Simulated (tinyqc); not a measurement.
Mesh and choice of bands: charge neutrality level from zone-averaged pseudopotential bands.

Empirical pseudopotential on the fcc lattice, atoms at +/- tau, tau = a (1,1,1)/8, no spin-orbit coupling. H(G,G') = c (2 pi/a)^2 |k + G|^2 delta + VS(q) cos(q.tau) + i VA(q) sin(q.tau), q = G - G', c = hbar^2/2m0; k and G in units of 2 pi/a; VS at |q|^2 = 3, 8, 11 and VA at 3, 4, 11, in rydberg, zero elsewhere. At each k the basis holds all G with |k + G|^2 up to 16; energies are counted from the fourth level at Gamma.

Mesh: k = sum_i (n_i + 1/2)/N b_i, n_i = 0 ... N - 1, b = (-1,1,1), (1,-1,1), (1,1,-1); points with the same sorted |kx|, |ky|, |kz| after folding to the shortest k + G are joined, with their count as weight. Neutrality (branch-point) level: E_N = (1/2) mean over k of [E5 + (E3 + E4)/2], E_n the n-th level from below.

Constants: hbar^2/2m0 = 3.80998211 eV angstrom^2; Ry = 13.60569312 eV.

Inputs chosen for the exercise (out of a larger set: classic local form factors of the size used for GaAs, without spin-orbit coupling; not measured data): a = 5.654 angstrom (lattice constant); VS = (-0.232, 0.01, 0.059) Ry (symmetric form factors); VA = (0.071, 0.05, 0.01) Ry (antisymmetric form factors).

E_N with E5 alone, and with (E5 + E6)/2 in its place.

Results:

| N | joined points | E_N (eV) | E_N, two conduction bands (eV) |
|---|---|---|---|
| 1 | 1 | 0.3757 | 1.2032 |
| 2 | 2 | 0.3600 | 1.0596 |
| 3 | 6 | 0.5981 | 0.9660 |
| 4 | 10 | 0.5690 | 0.9809 |
| 5 | 19 | 0.5778 | 0.9724 |

For scale, the lowest gap of this set is 1.38 eV. Against N = 5 the errors are -202, -218, +20 and -9 meV for N = 1 to 4 (N = 1 is the L point alone). Taking the second conduction band in moves E_N by +0.39 eV, more than the mesh error at N = 2: the definition, not the mesh, limits the estimate. Local form factors place the indirect gaps only to a few tenths of an eV, and E_N moves with them.

Computed by tinyqc, a small Python program: `OMP_NUM_THREADS=1 python tinyqc.py 1850056 1850057 out.jsonl` (the numbers bound the seed that draws the inputs); one thread of a shared host (Intel(R) Xeon(R) Processor @ 2.30GHz), about 0.09 s for the whole set of steps.
